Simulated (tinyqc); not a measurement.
IGBT as a p-i-n diode in series with a MOS channel, on-state and switching loss: two steps of the calculation.

High injection (n = p) in a drift layer from x = -W/2 (anode) to +W/2 (cathode side), recombination only in the layer with lifetime tau, ideal emitters. The channel feeds the cathode side and carries the whole current. Auger recombination, carrier-carrier scattering, emitter losses and the carrier dip under the p body are left out.

Values chosen for this exercise; material values close to those of silicon: temperature T = 300 K; band gap Eg = 1.14 eV; conduction-band density of states at T Nc = 2.76e19 cm^-3; valence-band density of states at T Nv = 2.63e19 cm^-3; electron mobility mn = 1400 cm^2/(V s); width of the drift layer W = 350 um; doping of the drift layer Nd = 1.8e13 cm^-3; high-injection lifetime tau = 20 us; current density J = 100 A/cm^2; channel and accumulation resistance Rch = 3.6 mohm cm^2; link voltage Vdc = 1800 V; turn-off energy per stored charge and link voltage ks = 0.1; switching frequency f = 2 kHz.

Constants: q = 1.602176634e-19 C, kB = 1.380649e-23 J/K, Vt = kB T/q. Results are converted to the units shown.

Question 1. On-state voltage. n(x) = (tau J/(2 q La))[cosh(x/La)/sinh y - B sinh(x/La)/cosh y]. Vm = Vt [(8 b/(b + 1)^2)(sinh y/s) arctan(s sinh y) + B ln((1 + B tanh^2 y)/(1 - B tanh^2 y))], s = sqrt(1 - B^2 tanh^2 y); Vj = Vt ln(n(-W/2) n(W/2)/ni^2), ni = sqrt(Nc Nv) exp(-Eg/(2 Vt)), Eg in volts; Vc = J Rch; Von = Vm + Vj + Vc.

b = 2.9166667
B = 0.48936170
La = 192.25727 um
y = 0.91023864

Wanted: Vm; Vj; Vc; Von.

Answer 1.

Vm = 0.04038 V
Vj = 0.9267 V
Vc = 0.3600 V
Von = 1.327 V

Vm does not depend on J, since the carrier density grows with it. Junctions, layer and channel take 70, 3.0 and 27 % of Von.

Question 2. Stored charge, losses and the unipolar alternative. Stored charge tau J, turn-off energy Eoff = ks tau J Vdc, loss at half duty 0.5 J Von + f Eoff. A unipolar device on the same layer has Vu = J (W/(q mn Nd) + Rch).

Von = 1.3270819 V

Wanted: stored charge; Eoff; conduction loss; switching loss; Vu.

Answer 2.

stored charge = 2000 uC/cm^2
Eoff = 360.0 mJ/cm^2
conduction loss = 66.35 W/cm^2
switching loss = 720.0 W/cm^2
Vu = 867.2 V

Both losses would be equal at f = 0.184 kHz.

Numbers from tinyqc (`OMP_NUM_THREADS=1 python tinyqc.py 2590036 2590037 out.jsonl`; about 0.01 s on one thread of a shared Intel Xeon 2.30GHz).
